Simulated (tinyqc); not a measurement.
Classical Heisenberg spin chain: exact results, Metropolis, heat-bath and over-relaxation steps, and a Monte Carlo run: one step, computed by the program tinyqc. Command: `OMP_NUM_THREADS=1 python tinyqc.py 3130354 3130355 out.jsonl heismc walk`. One thread of a shared host (Intel(R) Xeon(R) Processor @ 2.30GHz), about 0.2 s of CPU time with the checks.

E = -J sum_i s_i . s_(i+1) for unit vectors s_i on an open chain; K = J/(k_B T).

Problem. Four single-spin steps. The given spins are first normalised. Spins 2 and 3 are updated in turn, with h = K (sum of the two neighbours). Heat bath: cos(theta) = 1 + ln(1 - r1 (1 - exp(-2 |h|)))/|h| about n = h/|h|, azimuth 2 pi r2 = phi in the frame a = n x z/|n x z|, b = n x a: s = n cos(theta) + sin(theta)(a cos(phi) + b sin(phi)); r1, r2 are the first two numbers of the row. Steps 2 and 4 are reflections, s -> 2 (s . h) h/|h|^2 - s, which keep the energy and use no random number.

Inputs (values chosen for the exercise, for a model chain of large moments): temperature T = 65 K.

Update: heat bath with over-relaxation.

four neighbouring spins (rows; components x, y, z):
```
         1        2        3
1  -0.0569   0.3802   0.9231
2  -0.0241   0.9814   0.1905
3  -0.9692  -0.1565  -0.1903
4  -0.3046   0.1436   0.9416
```

random numbers, one row a step:
```
        1       2       3
1  0.1665  0.6498  0.8654
2  0.1411  0.4059  0.5259
3  0.2322  0.8520  0.0953
4  0.0363  0.2666  0.5028
```

K = 4.998869

Give: the table «Steps» with the columns |h|, h . s before, h . s after, move, x, y, z.

Solution.

Steps:
```
spin     |h|  h . s before  h . s after        move         x         y        z
2     6.4016        1.9190       6.2195   heat bath  -0.70112   0.01015  0.71297
3     9.7095        3.1783       3.1783  reflection   0.63019   0.20832  0.74797
2     9.3087        3.9765       9.0445   heat bath   0.28170   0.08649  0.95560
3     9.5540        7.2611       7.2611  reflection  -0.64840  -0.02533  0.76088
```
